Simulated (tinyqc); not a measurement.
Metal-interlayer-semiconductor contact, depinning against tunnelling resistance: contact resistivity against the interlayer thickness.

Zero bias, n-type semiconductor. Gap states at the semiconductor surface thin out as exp(-be ti), which unpins the barrier; electrons must then cross the interlayer (a rectangular barrier, no voltage drop across it) and the parabolic depleted layer, both by WKB. Energies E are counted from the Fermi level; no image force, parabolic bands.

S = 1/(1 + (1/S0 - 1) exp(-be ti)); phiB = S (phiM - chi) + (1 - S)(Eg - E0); xi = Ec - EF deep inside, from Nd = Nc F(-xi/Vt), F(x) = (2/sqrt(pi)) int_0^infinity sqrt(u) du/(1 + exp(u - x)); band bending U = phiB - xi; E00 = (hbar/2) sqrt(Nd/(eps0 eps_r mt m0)) in volts; A = 4 pi q mA m0 kB^2/h^3. With U = phiB - xi: for xi < E < phiB, y = (E - xi)/U and G1 = (U/E00) [sqrt(1 - y) - y ln((1 + sqrt(1 - y))/sqrt(y))], G1 = 0 above phiB; G2 = 2 ti sqrt(mi max(phiB + dE - E, 0)/C), C = hbar^2/(2 m0); f = 1/(1 + exp(E/Vt)); 1/rho_c = (A T^2/Vt^2) times the integral of exp(-G1 - G2) f over E from xi upwards. Shares under 0.001 % are printed as 0; rows without band bending are left out.

Parameters, values chosen for the exercise; semiconductor values close to those of 4H silicon carbide; interlayer mass of the order of that in lanthanum oxide, offset chosen freely: temperature T = 300 K; band gap Eg = 3.18 eV; relative permittivity eps_r = 9.87; electron affinity chi = 3.58 eV; conduction-band density of states at T Nc = 1.7e19 cm^-3; tunnelling mass in the semiconductor mt = 0.199 m0; Richardson mass mA = 0.373 m0; donor density Nd = 6.3e18 cm^-3; charge-neutrality level above the valence band E0 = 1.9 eV; pinning factor without interlayer S0 = 0.65; metal work function phiM = 3.88 eV; conduction-band offset of the interlayer above the semiconductor dE = 2.07 eV; tunnelling mass in the interlayer mi = 0.29 m0; decay constant of gap states through the interlayer be = 2 1/nm.

Constants: q = 1.602176634e-19 C, kB = 1.380649e-23 J/K, eps0 = 8.8541878128e-12 F/m, hbar = 1.054571817e-34 J s, h = 6.62607015e-34 J s, m0 = 9.1093837015e-31 kg, Vt = kB T/q, hbar^2/(2 m0) = 0.0380998212 eV nm^2. Results are converted to the units shown.

The same in every row: E00/Vt = 1.29.

Contact resistivity against the interlayer thickness:

| ti (nm) | S | phiB (eV) | rho_c (ohm cm^2) | rho_c with G2 = 0 (ohm cm^2) | peak of the integrand (eV) | share above phiB (%) |
|---|---|---|---|---|---|---|
| 0 | 0.650 | 0.643 | 0.0153 | 0.0153 | 0.186 | 0.00378 |
| 0.3 | 0.772 | 0.524 | 0.0104 | 7.95e-4 | 0.159 | 0.0244 |
| 0.6 | 0.860 | 0.437 | 0.0151 | 9.49e-5 | 0.140 | 0.0953 |
| 0.9 | 0.918 | 0.380 | 0.0449 | 2.40e-5 | 0.127 | 0.239 |
| 1.2 | 0.953 | 0.346 | 0.229 | 1.05e-5 | 0.121 | 0.432 |
| 1.5 | 0.974 | 0.326 | 1.65 | 6.53e-6 | 0.118 | 0.636 |
| 1.8 | 0.986 | 0.314 | 14.7 | 4.99e-6 | 0.117 | 0.827 |
| 2.1 | 0.992 | 0.308 | 149 | 4.29e-6 | 0.118 | 1.00 |
| 2.4 | 0.996 | 0.304 | 1.61e3 | 3.95e-6 | 0.119 | 1.17 |

As ti goes from 0 to 2.4, phiB falls from 0.643 to 0.304 eV and rho_c goes from 0.0153 through a minimum of 0.0104 (at ti = 0.3 among the rows listed) to 1610 ohm cm^2. At ti = 0.3 nm rho_c is 1.48 times lower than without interlayer: up to there the falling barrier gains more than tunnelling through the layer costs, beyond it the layer dominates. The ratio of rho_c to its value with G2 = 0 runs from 1.00 to 4.07e8.

tinyqc, about 0.02 s, one thread, Intel Xeon 2.30GHz (shared host): `OMP_NUM_THREADS=1 python tinyqc.py 2270045 2270046 out.jsonl`
